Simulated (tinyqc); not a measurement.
Electrons shared among three sets of ellipsoidal valleys: one step. Masses of each set. Five cases, with inputs chosen for the exercise.

Task: One valley: m_d = (ml mt^2)^(1/3). Whole set: m_de = M^(2/3) m_d. Mean over three axes: 1/m_c = (1/ml + 2/mt)/3. Anisotropy K = ml/mt.

Give: m_d, m_de, m_c (m0) and K of each set.

Case 1.

Values chosen (out of a larger set: masses and offsets near those of Ge; mobilities are free inputs, held fixed; not measured data): ml = (1.661, 0.043, 0.86) m0 (longitudinal masses of L, Gamma, Delta); mt = (0.0792, 0.043, 0.2088) m0 (transverse masses); M = (4, 1, 6) (valleys in each set).

Result:

m_d, m_de, m_c (m0) and K of each set:

| set | m_d | m_de | m_c | K |
|---|---|---|---|---|
| L | 0.2184 | 0.5504 | 0.1160 | 20.97 |
| Gamma | 0.0430 | 0.0430 | 0.0430 | 1.00 |
| Delta | 0.3347 | 1.1051 | 0.2793 | 4.12 |

m_de/m_c is 4.74 for L, 1.00 for Gamma, 3.96 for Delta: many anisotropic valleys give many states at a light conductivity mass. m_c is the mean over three axes; a set that holds only some of the equivalent valleys conducts with a mass that depends on direction.

Case 2.

Values chosen (out of a larger set: masses and offsets near those of GaAs; mobilities are free inputs, held fixed; not measured data): ml = (0.069, 1.914, 1.286) m0 (longitudinal masses of Gamma, L, X); mt = (0.069, 0.0724, 0.2373) m0 (transverse masses); M = (1, 4, 3) (valleys in each set).

Result:

m_d, m_de, m_c (m0) and K of each set:

| set | m_d | m_de | m_c | K |
|---|---|---|---|---|
| Gamma | 0.0690 | 0.0690 | 0.0690 | 1.00 |
| L | 0.2157 | 0.5435 | 0.1066 | 26.44 |
| X | 0.4168 | 0.8670 | 0.3259 | 5.42 |

m_de/m_c is 1.00 for Gamma, 5.10 for L, 2.66 for X: many anisotropic valleys give many states at a light conductivity mass. m_c is the mean over three axes; a set that holds only some of the equivalent valleys conducts with a mass that depends on direction.

Case 3.

Values chosen (out of a larger set: masses and offsets near those of Si; mobilities are free inputs, held fixed; not measured data): ml = (0.891, 0.891, 1.69) m0 (longitudinal masses of Delta2, Delta4, L); mt = (0.1862, 0.1862, 0.1176) m0 (transverse masses); M = (2, 4, 4) (valleys in each set).

Result:

m_d, m_de, m_c (m0) and K of each set:

| set | m_d | m_de | m_c | K |
|---|---|---|---|---|
| Delta2 | 0.3138 | 0.4981 | 0.2529 | 4.79 |
| Delta4 | 0.3138 | 0.7907 | 0.2529 | 4.79 |
| L | 0.2859 | 0.7205 | 0.1705 | 14.37 |

m_de/m_c is 1.97 for Delta2, 3.13 for Delta4, 4.23 for L: many anisotropic valleys give many states at a light conductivity mass. m_c is the mean over three axes; a set that holds only some of the equivalent valleys conducts with a mass that depends on direction.

Case 4.

Values chosen (out of a larger set: masses and offsets near those of Si; mobilities are free inputs, held fixed; not measured data): ml = (0.878, 0.878, 1.765) m0 (longitudinal masses of Delta2, Delta4, L); mt = (0.1981, 0.1981, 0.1145) m0 (transverse masses); M = (2, 4, 4) (valleys in each set).

Result:

m_d, m_de, m_c (m0) and K of each set:

| set | m_d | m_de | m_c | K |
|---|---|---|---|---|
| Delta2 | 0.3254 | 0.5165 | 0.2670 | 4.43 |
| Delta4 | 0.3254 | 0.8200 | 0.2670 | 4.43 |
| L | 0.2850 | 0.7181 | 0.1664 | 15.41 |

m_de/m_c is 1.93 for Delta2, 3.07 for Delta4, 4.32 for L: many anisotropic valleys give many states at a light conductivity mass. m_c is the mean over three axes; a set that holds only some of the equivalent valleys conducts with a mass that depends on direction.

Case 5.

Values chosen (out of a larger set: masses and offsets near those of Si; mobilities are free inputs, held fixed; not measured data): ml = (0.943, 0.943, 1.636) m0 (longitudinal masses of Delta2, Delta4, L); mt = (0.1845, 0.1845, 0.1235) m0 (transverse masses); M = (2, 4, 4) (valleys in each set).

Result:

m_d, m_de, m_c (m0) and K of each set:

| set | m_d | m_de | m_c | K |
|---|---|---|---|---|
| Delta2 | 0.3178 | 0.5045 | 0.2521 | 5.11 |
| Delta4 | 0.3178 | 0.8008 | 0.2521 | 5.11 |
| L | 0.2922 | 0.7363 | 0.1785 | 13.25 |

m_de/m_c is 2.00 for Delta2, 3.18 for Delta4, 4.12 for L: many anisotropic valleys give many states at a light conductivity mass. m_c is the mean over three axes; a set that holds only some of the equivalent valleys conducts with a mass that depends on direction.

Computed by tinyqc, one run a case: `OMP_NUM_THREADS=1 python tinyqc.py N N+1 out.jsonl` with N = 1650718, 1651179, 1651195, 1651314, 1651536; one thread of a shared Intel(R) Xeon(R) Processor @ 2.30GHz, about 0.02 s a run at most.
